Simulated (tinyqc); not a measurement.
Inverter chain driving a load.

N inverters, each f = Hc^(1/N) times larger than the one before: delay tau N (f + pp). Switched capacitance in units of the first input, with output capacitance pp times the input: Hc + (1 + pp)(Hc - 1)/(f - 1).

Values chosen for this exercise:
- Hc = 500 (load over the input capacitance of the chain)
- pp = 1 (parasitic delay of an inverter)
- tau = 1.2 ps (delay unit)

Results:
```
N       f  delay (ps)  switched capacitance
2  22.361      56.066                546.72
3  7.9370      32.173                643.87
4  4.7287      27.498                767.65
5  3.4657      26.794                904.75
6  2.8173      27.484                1049.2
8  2.1746      30.476                1349.7
9  1.9947      32.343                1503.3
```

Estimate the missing row, N = 7.

Computed row:
```
N       f  delay (ps)  switched capacitance
7  2.4298      28.810                1198.0
```

With this row back in the table: The delay goes from 56.1 through a minimum of 26.8 (at N = 5 among the rows listed) to 32.3 ps. The best stage effort solves pp + rho (1 - ln rho) = 0, rho = 3.59, which gives N = ln Hc/ln rho = 4.86. One stage fewer than the best costs 2.6 % in delay and saves 15 % of the switched capacitance.

Computed by the program tinyqc: `OMP_NUM_THREADS=1 python tinyqc.py 2082016 2082017 out.jsonl`, one thread of a shared Intel Xeon 2.30GHz, about 0.01 s for the whole run.
